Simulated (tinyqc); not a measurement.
Pariser-Parr-Pople SCF with singles CI, for the molecule C=CC(C=C)=CC=O (SMILES; centres numbered as the heavy atoms are written), step by step. One step of it, computed by the program tinyqc.

Problem. Singles CI, singlets. Over the 4 single excitations with the smallest orbital gaps: A = (e_a - e_i) delta + 2 (ia|jb) - (ij|ab), with (pq|rs) = sum c_mp c_mq gamma_mn c_nr c_ns. f = 2/3 w |mu|^2 in atomic units, mu = sqrt2 sum c_ia sum_m c_mi c_ma R_m.

orbital energies (eV): -16.158719  -14.741206  -13.414473  -11.932352  -3.963975  -1.760275  -0.748603  1.036765

coefficients:
```
,MO1,MO2,MO3,MO4,MO5,MO6,MO7,MO8
1C,0.200780,-0.186083,0.479915,-0.386688,-0.406027,-0.493179,-0.315719,0.193528
2C,0.361741,-0.243662,0.514130,-0.256075,0.139520,0.458469,0.360936,-0.346314
3C,0.556252,-0.180854,0.032695,0.320184,0.464172,0.035101,-0.199352,0.545765
4C,0.379001,-0.279227,-0.502048,-0.197932,0.161770,-0.519174,0.283560,-0.333233
5C,0.216480,-0.221652,-0.499555,-0.347020,-0.423720,0.520815,-0.220877,0.185619
6C,0.422255,0.137627,0.026597,0.585119,-0.420599,0.014017,-0.255528,-0.466148
7C,0.279991,0.460320,-0.005369,0.032326,-0.356769,-0.058643,0.650531,0.393348
8O,0.268728,0.717886,-0.044033,-0.423521,0.300541,0.030402,-0.335599,-0.165044
```

repulsion gamma_rs (eV):
```
,1C,2C,3C,4C,5C,6C,7C,8O
1C,10.870000,7.472081,5.211538,3.661014,2.864345,4.649006,3.270213,2.787574
2C,7.472081,10.870000,7.469671,5.211538,3.660163,5.210373,3.660508,2.895643
3C,5.211538,7.469671,10.870000,7.472081,5.211538,7.469671,5.211943,3.727034
4C,3.661014,5.211538,7.472081,10.870000,7.469671,5.210491,4.648420,3.316655
5C,2.864345,3.660163,5.211538,7.469671,10.870000,4.648012,5.210823,3.726770
6C,4.649006,5.210373,7.469671,5.210491,4.648012,10.870000,7.472429,5.409096
7C,3.270213,3.660508,5.211943,4.648420,5.210823,7.472429,10.870000,8.088465
8O,2.787574,2.895643,3.727034,3.316655,3.726770,5.409096,8.088465,15.310000
```

Centres (angstrom, eV; a flat drawing with bonds scaled to 1.40 angstrom):
```
centre,x,y,core charge z,W,gamma_rr
1C,2.505000,1.286000,1,12.240000,10.870000
2C,2.063000,-0.042000,1,12.240000,10.870000
3C,0.691000,-0.323000,1,12.240000,10.870000
4C,0.249000,-1.651000,1,12.240000,10.870000
5C,-1.123000,-1.932000,1,12.240000,10.870000
6C,-0.238000,0.725000,1,12.240000,10.870000
7C,-1.609000,0.444000,1,12.240000,10.870000
8O,-2.538000,1.491000,1,19.470000,15.310000
```

Give: singlet CI matrix; singlet excitation energies; oscillator strengths.

Solution.

singlet CI matrix (eV):
```
,4>5,3>5,4>6,2>5
4>5,3.6574,-0.1096,0.0233,-0.2345
3>5,-0.1096,4.9134,0.1326,-0.1188
4>6,0.0233,0.1326,5.6465,-0.0572
2>5,-0.2345,-0.1188,-0.0572,6.3572
```

singlet excitation energies (eV): 3.6256  4.8953  5.6616  6.3920

oscillator strengths: 0.3442  0.7000  0.2511  0.2388
